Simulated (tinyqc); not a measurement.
Thin-body film or fin with hard walls, valleys of the Si type: sweeps and comparisons. A value that a table varies takes the place of the one given here.

Six ellipsoidal valleys with their long axes along the cube axes, mass ml along the axis and mt across it. For a valley whose axis makes the angle theta with the surface normal, 1/m_z = cos^2(theta)/ml + sin^2(theta)/mt sets the confinement; in the plane the masses are m_1 = mt and m_2 = ml mt/m_z, and m_d = sqrt(m_1 m_2).

A film of thickness t between hard walls, flat band inside: E_n = c (n pi/t)^2/m_z above the bulk edge, c = hbar^2/2m0. Without degeneracy the sheet density is N2 exp((EF - Ec)/kB T) with N2 = sum_i g m_d/(2 pi c) kB T exp(-E_i/kB T) over n = 1 to 40 of each group; a classical film has t Nc with Nc = 2 g_all (m_dos kB T/(4 pi c))^(3/2), m_dos = (ml mt^2)^(1/3). The threshold shift is dVt = kB T ln(t Nc/N2).

Constants: hbar^2/2m0 = 3.80998211 eV angstrom^2; kB = 8.617333262e-05 eV/K.

Parameters, chosen for this exercise (near those of Si; shifted at random, so the results belong to these values and not to a real crystal):
```
symbol  value                           unit      meaning
ml      0.918                           m0        longitudinal mass
mt      0.191                           m0        transverse mass
face    110                                       face of the film or side wall of the fin
T       300                             K         temperature
g_all   6                                         number of valleys
ts      (20, 30, 40, 50, 70, 100, 150)  angstrom  thicknesses
Vox     1.76                            eV        barrier of an HfO2-like oxide
mox     0.15                            m0        mass in the oxide
t       64                              angstrom  body thickness
```

## Thinning the body

Valleys (masses in m0):
```
valleys g  cos^2(theta)      m_z      m_1      m_2      m_d
4               0.50000  0.31621  0.19100  0.55450  0.32544
2               0.00000  0.19100  0.19100  0.91800  0.41873
```

For each t: the lowest level E1, the share of its group, dVt, the sensitivity |dE1/dt| = 2 E1/t, and E1 for finite barriers from k t + 2 atan[(k/m_z)/(kappa/mox)] = pi with k = sqrt(m_z E/c), kappa = sqrt(mox (Vox - E)/c).

Results:
```
t (angstrom)  E1 (eV)  share of its group (%)  dVt (mV)  |dE1/dt| (meV/angstrom)  E1, finite barrier (meV)
20             0.2973                   100.0     273.1                    29.73                     210.6
30             0.1321                    97.8     117.8                     8.81                     104.8
40             0.0743                    91.1      65.6                     3.72                      62.4
50             0.0476                    83.9      42.4                     1.90                      41.3
70             0.0243                    75.1      23.5                     0.69                      21.9
100            0.0119                    70.9      14.0                     0.24                      11.1
150            0.0053                    68.9       8.5                     0.07                       5.0
```

What does this show, and why?

dVt falls from 273 mV at 20 angstrom to 8.5 mV at 150. E1 exceeds kB T = 25.9 meV up to 50 angstrom of those listed. In the thinnest film dVt differs from E1/e by -24 mV, which comes from the count of states. The sensitivity goes as 1/t^3, so one angstrom of roughness moves E1 by 29.7 meV at the thin end and 0.07 meV at the thick end. Hard walls overestimate E1 by 41 % and 5 % at the two ends. Levels above about 0.2 eV already feel non-parabolicity.

## Which face

The same thickness on four faces; m_1 and m_2 are the in-plane masses of the lowest group.

Results:
```
face   valleys of lowest     m_z  E1 (eV)  share (%)  dVt (mV)    m_1    m_2
(100)                  2  0.9180   0.0100       57.4      25.2  0.191  0.191
(110)                  4  0.3162   0.0290       77.0      27.3  0.191  0.554
(111)                  6  0.2595   0.0354      100.0      27.8  0.191  0.676
(211)                  2  0.4046   0.0227       45.0      27.2  0.191  0.433
```

What can be read from the table?

The threshold shift is smallest on (100) (25.2 mV) and largest on (111) (27.8 mV). The lowest E1 belongs to (100), the same face: the heavy m_z outweighs the smaller number of valleys. Since m_z m_1 m_2 = ml mt^2 on every face, a heavy confinement mass comes with light masses in the plane.

## What each parameter does

E1 is the lowest level, and the share is that of its group in N2. Each row changes one parameter from the base and keeps the others.

Results:
```
case             E1 (eV)  share (%)  dVt (mV)  Nc (1e19/cm^3)
base              0.0290       77.0      27.3           2.755
t = 60 angstrom   0.0330       78.6      30.4           2.755
T = 270 K         0.0290       78.3      26.8           2.353
ml = 0.826 m0     0.0296       76.7      27.5           2.614
mt = 0.21 m0      0.0269       75.7      25.4           3.029
```

How do the results move?

The largest shifts from the base row, up to three for each result and ties (the steps differ in size, so this ranks the rows, not the parameters). E1 (eV): t +0.0040, mt -0.0022, ml +0.0006; unchanged at the printed digits by T. share (%): t +1.6, T +1.3, mt -1.2. dVt (mV): t +3.2, mt -1.8, T -0.4. Nc (1e19/cm^3): T -0.403, mt +0.274, ml -0.142; unchanged at the printed digits by t.

Run: tinyqc, `OMP_NUM_THREADS=1 python tinyqc.py 1280542 1280543 out.jsonl`; Intel(R) Xeon(R) Processor @ 2.30GHz, one thread, shared host; about 0.01 s of CPU time with all checks.
